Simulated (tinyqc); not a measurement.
## Internal loss and injection efficiency from two cavity lengths

Inverse problem. The differential efficiency of both facets obeys 1/eta_d = (1/eta)[1 + 2 ai Lc/ln(1/(R1 R2))]. Find eta and ai.

Values chosen for this exercise:
- R1 = 0.32 (front reflectance)
- R2 = 0.9 (back reflectance)

differential efficiency at Lc = 300 and 750 um: 0.72965976  0.64463956

Answer. 1/eta_d is linear in Lc: the intercept is 1/eta, and slope over intercept is 2 ai/ln(1/(R1 R2)).

eta = 0.800
ai = 2.00 1/cm

tinyqc, about 0.02 s, one thread, Intel Xeon 2.30GHz (shared host): `OMP_NUM_THREADS=1 python tinyqc.py 2840107 2840108 out.jsonl`
